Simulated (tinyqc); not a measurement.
Born-von Karman spring model of a cubic crystal with one atom per cell. Changing the atomic mass M. Computed by tinyqc, a small Python program. Command: `OMP_NUM_THREADS=1 python tinyqc.py 3026816 3026817 out.jsonl springs sweep`. One thread of a shared host (Intel(R) Xeon(R) Processor @ 2.30GHz), about 0.1 s of CPU time with the checks.

First neighbours lie at a/2 (1,1,0) (12 of them), second at a (1,0,0) (6), with all permutations and signs; the volume per atom is Omega = a^3/4. Two shells of springs match a real metal only roughly, above all at the zone boundary.

Inputs (values chosen for the exercise, modelled on copper):

| quantity | value | unit |
|---|---|---|
| lattice constant a | 3.61 | angstrom |
| radial spring k1L | 1.74 | eV/angstrom^2 |
| transverse spring k1T | -0.083 | eV/angstrom^2 |
| radial spring k2L | 0.018 | eV/angstrom^2 |
| transverse spring k2T | -0.0091 | eV/angstrom^2 |
| mesh divisions n | 6 | - |
| temperature T | 200 | K |

Lattice: fcc.

Constants: 1 eV/angstrom^3 = 160.2176634 GPa; u = 1.6605390666e-27 kg; nu for 1 eV/(angstrom^2 u) = 15.6333042 THz; h x 1 THz = 4.135667696 meV; k_B = 8.617333262e-05 eV/K; hbar^2/u = 4.18015928e-03 eV angstrom^2; hbar = 1.054571817e-34 J s; k_B = 1.380649e-23 J/K.

Method:
- [ij,kl] = (1/(2 Omega)) sum_R K_ij R_k R_l; C11 = [xx,xx], C44 = [xx,yy], C12 = 2 [xy,xy] - C44; B = (C11 + 2 C12)/3; Zener ratio A = 2 C44/(C11 - C12). K(R) = kL n n^T + kT (1 - n n^T).
- rho = M/Omega and v = sqrt(C/rho), with C = C11, C44, C44 along [100]; (C11 + C12 + 2 C44)/2, C44, (C11 - C12)/2 along [110]; (C11 + 2 C12 + 4 C44)/3 and twice (C11 - C12 + C44)/3 along [111].
- A neighbour at R with unit vector n couples by the matrix K(R) = kL n n^T + kT (1 - n n^T), and D(q) = (1/M) sum_R K(R) [1 - cos(q.R)].
- An eigenvalue lambda of D in eV/(angstrom^2 u) gives nu = 15.6333042 THz x sqrt(lambda).
- Mesh: q = sum_i (m_i + 1/2)/n b_i, m_i = 0..n-1, with b = [[-1, 1, 1], [1, -1, 1], [1, 1, -1]] in 2 pi/a; sums are averages over the n^3 points, per atom.
- With x = h nu/(k_B T) and n = 1/(exp(x) - 1) for each mode: F = k_B T [x/2 + ln(1 - exp(-x))], U = k_B T x (n + 1/2), S/k_B = x n - ln(1 - exp(-x)), C/k_B = x^2 n (n + 1).
- <u_x^2> = (1/3) sum over modes of hbar^2/(2 M h nu) coth(x/2); zero-point energy = sum h nu/2. <u_x^2> converges slowly with the mesh, from below, with an error of order 1/n.
- Christoffel matrix G_xx = C11 n_x^2 + C44 (1 - n_x^2), G_xy = (C12 + C44) n_x n_y, with eigenvalues rho v^2; v_m^-3 is the mean of v^-3 over three branches and all directions (12 Gauss-Legendre points in cos(theta) times 24 angles phi = (j + 1/2) pi/12); q_D = (6 pi^2/Omega)^(1/3); Theta = hbar v_m q_D/k_B.

One run for each value:

| atomic mass M (u) | elastic Debye temperature (K) | <u_x^2> (angstrom^2) | entropy S (k_B/atom) | zero-point energy (meV/atom) | C11 (GPa) |
|---|---|---|---|---|---|
| 16 | 648.0 | 0.005937 | 1.321 | 58.20 | 150.3 |
| 24 | 529.1 | 0.005569 | 1.752 | 47.52 | 150.3 |
| 35 | 438.1 | 0.005328 | 2.198 | 39.35 | 150.3 |
| 52 | 359.4 | 0.005152 | 2.701 | 32.28 | 150.3 |
| 77 | 295.4 | 0.005031 | 3.227 | 26.53 | 150.3 |
| 120 | 236.6 | 0.004940 | 3.844 | 21.25 | 150.3 |
| 170 | 198.8 | 0.004891 | 4.340 | 17.85 | 150.3 |
| 250 | 163.9 | 0.004854 | 4.898 | 14.72 | 150.3 |

Over the rows, elastic Debye temperature (K) falls from 648 to 164 (exponent d ln y / d ln x about -0.50 throughout); <u_x^2> (angstrom^2) falls from 0.00594 to 0.00485 (exponent d ln y / d ln x -0.16 between the first rows and -0.020 between the last); entropy S (k_B/atom) rises from 1.32 to 4.90 (exponent d ln y / d ln x 0.70 between the first rows and 0.31 between the last). The exponent of elastic Debye temperature stays at -0.50: frequencies scale as M^(-1/2). At the high end the exponent of <u_x^2> is -0.02, close to 0: classical displacements do not depend on the mass. The exponent of zero-point energy stays at -0.50: frequencies scale as M^(-1/2). The mass rescales all frequencies, so a heavier crystal at T acts as a lighter one at higher T: S grows, and <u_x^2> tends to the classical k_B T over a spring constant, which holds no mass. Elastic constants are static.
